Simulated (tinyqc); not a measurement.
Random telegraph noise from one oxide trap in a small MOSFET: two steps of the calculation.

An acceptor-like trap exchanges electrons with the channel. Inversion charge Q = Cox u, u = n Vt W0(exp((Vg - VT)/(n Vt))), W0 the Lambert function, n = nf, Cox = eps0 eox/tox; linear regime Id = (W/L) mu Q Vd. Relative to threshold the surface potential rises by Vt ln(u/u0) and the oxide voltage by the rest of Vg - VT, with u0 = n Vt W0(1).

Inputs (values chosen for the exercise); values of the order met in silicon transistors:
- T = 250 K (temperature)
- eox = 21.4 (relative permittivity of the gate insulator (close to hafnium oxide))
- tox = 8.4 nm (insulator thickness)
- xt = 2 nm (depth of the trap from the channel interface)
- E0 = 0.22 eV (trap level above the channel Fermi level at threshold)
- s0 = 7e-16 cm^2 (capture prefactor)
- EB = 0.27 eV (capture barrier (lattice relaxation))
- lt = 0.14 nm (tunnelling decay length)
- vth = 1.3e7 cm/s (thermal velocity)
- zi = 2.6 nm (thickness of the inversion layer)
- VT = 0.47 V (threshold voltage)
- nf = 1.14 (body factor)
- Vg = 1.06 V (gate voltage)

Constants: q = 1.602176634e-19 C, kB = 1.380649e-23 J/K, Vt = kB T/q, eps0 = 8.8541878128e-14 F/cm where lengths are in cm. Results are converted to the units shown.

Task 1. Trap level, time constants and occupancy. N = Cox u/q; dpsi = Vt ln(u/u0); E = E0 - dpsi - (xt/tox)(Vg - VT - dpsi); capture time tc = 1/[(N/zi) vth s0 exp(-xt/lt - EB/Vt)]; emission time te = tc exp(-E/Vt); occupancy te/(tc + te).

Find: u; N; dpsi; E; tc; te; occupancy.

Result 1.

u = 0.51525 V
N = 7.2542e12 cm^-2
dpsi = 0.077787 V
E = 0.020258 eV
tc = 1.7479 s
te = 0.68254 s
occupancy = 0.28083

The trap lies 0.94 Vt above the Fermi level, so it is filled 28.1 % of the time.

Task 2. Lorentzian spectrum. Spectrum S(f) = 4 dI^2/{(tc + te)[(1/tc + 1/te)^2 + (2 pi f)^2]}; corner fc = (1/tc + 1/te)/(2 pi); variance dI^2 tc te/(tc + te)^2. Give S at f = 0, at fc and at 10 fc.

tc = 1.7478606 s
te = 0.68253850 s
dI = 1036.5084 nA

Wanted: fc; S(0); S(fc); S(10 fc); rms current.

Result 2.

fc = 0.32424 Hz
S(0) = 4.2603e-13 A^2/Hz
S(fc) = 2.1302e-13 A^2/Hz
S(10 fc) = 4.2181e-15 A^2/Hz
rms current = 465.81 nA

The rms value is 0.449 of the step; it reaches its largest share, 1/2, when tc = te.

Range of the model: VT is taken as given; short-channel effects and the uneven flow of current among few electrons are left out.

tinyqc, about 0.01 s, one thread, Intel Xeon 2.30GHz (shared host): `OMP_NUM_THREADS=1 python tinyqc.py 2710144 2710145 out.jsonl`
